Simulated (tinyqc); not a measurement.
# From isotope exponent a back to Coulomb pseudopotential mu*

Model: critical temperature from a phonon spectrum: McMillan, Allen-Dynes and the linearised Eliashberg equation. Computed by tinyqc, a small Python program. Command: `OMP_NUM_THREADS=1 python tinyqc.py 3020429 3020430 out.jsonl eliashberg inv`. One thread of a shared host (Intel(R) Xeon(R) Processor @ 2.30GHz), about 0.02 s of CPU time with the checks.

alpha^2 F(omega) = sum_i (lambda_i omega_i/2) delta(omega - omega_i), so that lambda = 2 int alpha^2 F/omega d omega = sum_i lambda_i.

Inputs (values chosen for the exercise, for a model metal):

| quantity | value | unit |
|---|---|---|
| peak energy omega_1 | 9.01 | meV |
| coupling lambda_1 | 0.723 | - |
| peak energy omega_2 | 18.7 | meV |
| coupling lambda_2 | 0.606 | - |
| peak energy omega_3 | 40.9 | meV |
| coupling lambda_3 | 0.801 | - |

Peaks in alpha^2 F: three.

Method. omega_log = exp(sum lambda_i ln omega_i / lambda); omega_rms = sqrt(sum lambda_i omega_i^2 / lambda). T_c ~ M^(-a). All omega_i scale as M^(-1/2) at fixed lambda, but mu* = mu/(1 + mu ln(E_F/omega)) changes: d mu*/d ln omega = mu*^2. In the McMillan form a = (1/2) [1 - 1.04 (1 + lambda)(1 + 0.62 lambda) mu*^2/(lambda - mu* (1 + 0.62 lambda))^2].

Question. A run gave the result below. Find the Coulomb pseudopotential mu*, known to lie between 0.076 and 0.21.

isotope exponent a = 0.4840737

Answer.

Each step takes the trial c = (a f_b - b f_a)/(f_b - f_a), f being the result less the target and a, b, c the logarithms of the listed values; c replaces end b, the old b replaces a if the sign of f changed, and otherwise f_a is halved.

Scan of the range:

| Coulomb pseudopotential mu* | isotope exponent a |
|---|---|
| 0.076 | 0.494284 |
| 0.090 | 0.491711 |
| 0.107 | 0.487787 |
| 0.126 | 0.482242 |
| 0.150 | 0.473236 |
| 0.177 | 0.459967 |
| 0.210 | 0.438272 |

False position (Illinois rule, in the logarithm of the input) inside the bracket:

| step | end a | end b | trial | isotope exponent a |
|---|---|---|---|---|
| 1 | 0.107000 | 0.126000 | 0.119378 | 0.484323 |
| 2 | 0.126000 | 0.119378 | 0.120153 | 0.484088 |
| 3 | 0.126000 | 0.120153 | 0.120241 | 0.484061 |
| 4 | 0.120153 | 0.120241 | 0.120200 | 0.484074 |
| 5 | 0.120241 | 0.120200 | 0.120200 | 0.484074 |

Isotope exponent a falls at every point of a 13-point scan of the range (every second point is shown), so one value fits; it is bracketed by 0.107 and 0.126. Answer: Coulomb pseudopotential mu* = 0.1202.
